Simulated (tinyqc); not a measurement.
Single-domain magnet: Stoner-Wohlfarth switching, Neel-Arrhenius retention, LLG dynamics and spin torque: one step, computed by the program tinyqc. Command: `OMP_NUM_THREADS=1 python tinyqc.py 3028732 3028733 out.jsonl macro walk`. One thread of a shared host (Intel(R) Xeon(R) Processor @ 2.30GHz), about 0.04 s of CPU time with the checks.

The moment is uniform, with unit vector m; z is the easy axis. mu_0 = 1.25663706212e-6 T m/A, gamma = 1.76085963023e11 rad/(s T).

Question. One LLG step. In the time s = gamma mu_0 H_K t: (1 + alpha^2) dm/ds = -m x b - alpha m x (m x b) + a [m x (m x z) - alpha m x z], b = m_z z, a = alpha I/I_c0; Heun steps (Euler predictor, mean of the two slopes) without renormalising; start m = (sin theta_0, 0, cos theta_0), theta_0 = 1/sqrt(2 Delta).

Inputs (values chosen for the exercise, for a model magnet): temperature T = 77 K; damping alpha = 0.021; drive I/I_c0 = 1.8; time step times gamma mu_0 H_K = 0.1.

Shape: thin disc, easy axis normal to it.

stability factor Delta = 66.67484

Give: m at the start; first slope; predictor; second slope; m after the step.

Answer.

m at the start: [0.08649, 0.00000, 0.99625]

first slope: [0.001454, 0.086196, -0.000126]

predictor: [0.08663, 0.00862, 0.99624]

second slope: [-0.007134, 0.086484, -0.000128]

m after the step: [0.08621, 0.00863, 0.99624]

Caution: a flat cylinder has a smaller N_z than the spheroid of the same t/d, so K_eff of a real disc is larger.
